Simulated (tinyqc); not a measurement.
# Thin film between two gates, subbands and threshold shift from confinement: two studies

Undoped body with a flat potential across it, hard walls, transport along x. Three valley pairs (g = 2 each) with the longitudinal mass along x, y or z. Non-parabolicity enters the subband edges through E (1 + al E) = gamma, so E = 2 gamma/(1 + sqrt(1 + 4 al gamma)); motion within a subband is taken as parabolic with the band-edge mass. Energies are counted from the bulk band edge.

Parameters, values chosen for the exercise; masses close to those of silicon:
```
symbol  value     unit                                                meaning
T         200        K                                            temperature
ml      0.917       m0                                      longitudinal mass
mt      0.189       m0                                        transverse mass
al        0.5     1/eV                                       non-parabolicity
t         8.1       nm                               film thickness (along z)
dl        0.2       nm  widening of the box by penetration into the insulator
Cg          2  uF/cm^2                 gate capacitance per area of interface
```

Constants: q = 1.602176634e-19 C, kB = 1.380649e-23 J/K, hbar = 1.054571817e-34 J s, m0 = 9.1093837015e-31 kg, Vt = kB T/q, hbar^2/(2 m0) = 0.0380998212 eV nm^2. Results are converted to the units shown.

Each table varies one quantity; the others keep the values above.

## Confinement against the film thickness

gamma = C (pi k/(t + dl))^2/mz, C = hbar^2/(2 m0). Each subband has N_k = g sqrt(mx my) m0 kB T/(pi hbar^2); without degeneracy n = exp(EF/Vt) sum N_k exp(-E_k/Vt). Classical value Nc times t, Nc = sum over valleys of 2 g (m m0 kB T/(2 pi hbar^2))^1.5 with m = (mx my mz)^(1/3). Threshold shift dVT = Vt ln(classical value/sum N_k exp(-E_k/Vt)). With degeneracy n = sum N_k F((EF - E_k)/Vt), F(x) = ln(1 + exp(x)); gate: Vg = EF + q n/(Cg P), P = 2 (both faces), summed over the 60 lowest subbands at most, with Vg counted from the value that would put EF at the bulk band edge of an empty body. The last two columns are for Vg = 0.5 V; sensitivity d(dVT)/dt by central differences between 0.99 and 1.01 times the value.

Confinement against the film thickness:

| t (nm) | E_1 (meV) | gap to the next edge (meV) | dVT (mV) | sensitivity (mV/nm) | n/P (cm^-2) | share of the lowest subband (%) |
|---|---|---|---|---|---|---|
| 2 | 81.41 | 213.9 | 82.90 | -62.62 | 4.519e12 | 100.0 |
| 2.7 | 47.63 | 131.4 | 54.27 | -25.79 | 4.886e12 | 99.26 |
| 3.6 | 28.01 | 79.78 | 39.25 | -10.73 | 5.193e12 | 86.12 |
| 4.7 | 16.94 | 49.19 | 30.39 | -6.571 | 5.518e12 | 60.84 |
| 6.3 | 9.659 | 28.44 | 21.37 | -4.695 | 5.801e12 | 39.69 |
| 8.4 | 5.529 | 16.41 | 14.03 | -2.469 | 5.990e12 | 27.40 |
| 11 | 3.264 | 9.728 | 9.567 | -1.178 | 6.118e12 | 20.11 |
| 15 | 1.773 | 5.301 | 6.413 | -0.5287 | 6.237e12 | 14.23 |
| 20 | 1.004 | 3.007 | 4.537 | -0.2667 | 6.332e12 | 10.36 |

As t grows from 2 to 20 nm, E_1 falls from 81.4 to 1.00 meV and dVT falls from 82.9 to 4.54 mV. E_1 goes as t^(-1.79) at the thin end (-2 for a parabolic band without penetration); a thickness error of 0.2 nm moves the threshold by 13 mV in the first row and 0.053 mV in the last. The charge per interface area rises from 4.52e12 to 6.33e12 cm^-2. For t = 2, 2.7 the body is too thin for bulk effective masses to be reliable. In every row the charge in the last two columns would bend the potential across the body by some 30 mV or more, which is left out.

## Charge and subband filling against gate voltage

Same model as above.

Each subband has N_k = g sqrt(mx my) m0 kB T/(pi hbar^2). Cq = q dn/dEF.

Result of one run:

| Vg (V) | EF - E_1 (eV) | n (cm^-2) | n/P (cm^-2) | share of the lowest subband (%) | Cq/(Cg P) | total C/(Cg P) |
|---|---|---|---|---|---|---|
| 0.36 | 0.008407 | 8.630e12 | 4.315e12 | 30.48 | 15.60 | 0.9397 |

What becomes of these results when the gate voltage Vg is changed from 0.36 to 0.11 V, all else the same?

Result of the changed run:

| Vg (V) | EF - E_1 (eV) | n (cm^-2) | n/P (cm^-2) | share of the lowest subband (%) | Cq/(Cg P) | total C/(Cg P) |
|---|---|---|---|---|---|---|
| 0.11 | -0.01354 | 2.936e12 | 1.468e12 | 34.82 | 6.175 | 0.8606 |

The whole series:

| Vg (V) | EF - E_1 (eV) | n (cm^-2) | n/P (cm^-2) | share of the lowest subband (%) | Cq/(Cg P) | total C/(Cg P) |
|---|---|---|---|---|---|---|
| -0.14 | -0.1460 | 1.504e9 | 7.518e8 | 37.90 | 0.003494 | 0.003482 |
| -0.02 | -0.04576 | 4.951e11 | 2.475e11 | 37.33 | 1.129 | 0.5304 |
| 0.11 | -0.01354 | 2.936e12 | 1.468e12 | 34.82 | 6.175 | 0.8606 |
| 0.23 | -7.554e-4 | 5.613e12 | 2.806e12 | 32.56 | 10.94 | 0.9163 |
| 0.36 | 0.008407 | 8.630e12 | 4.315e12 | 30.48 | 15.60 | 0.9397 |
| 0.48 | 0.01490 | 1.146e13 | 5.732e12 | 28.87 | 19.41 | 0.9510 |
| 0.61 | 0.02075 | 1.456e13 | 7.282e12 | 27.40 | 23.08 | 0.9585 |
| 0.73 | 0.02544 | 1.744e13 | 8.721e12 | 26.24 | 26.07 | 0.9631 |
| 0.86 | 0.03000 | 2.057e13 | 1.029e13 | 25.16 | 28.95 | 0.9666 |

EF passes E_1 = 0.00593 eV at Vg = 0.239 V. The share of the lowest subband falls from 37.9 to 25.2 % and the total capacitance rises from 0.00348 to 0.967 of Cg P. Between the last two rows 3.5 % of the added gate voltage goes into raising EF. For Vg = 0.11, 0.23, 0.36, 0.48, 0.61, 0.73, 0.86 the charge would bend the potential across the body by some 30 mV or more, which is left out.

tinyqc, about 0.09 s, one thread, Intel Xeon 2.30GHz (shared host): `OMP_NUM_THREADS=1 python tinyqc.py 2350136 2350137 out.jsonl`
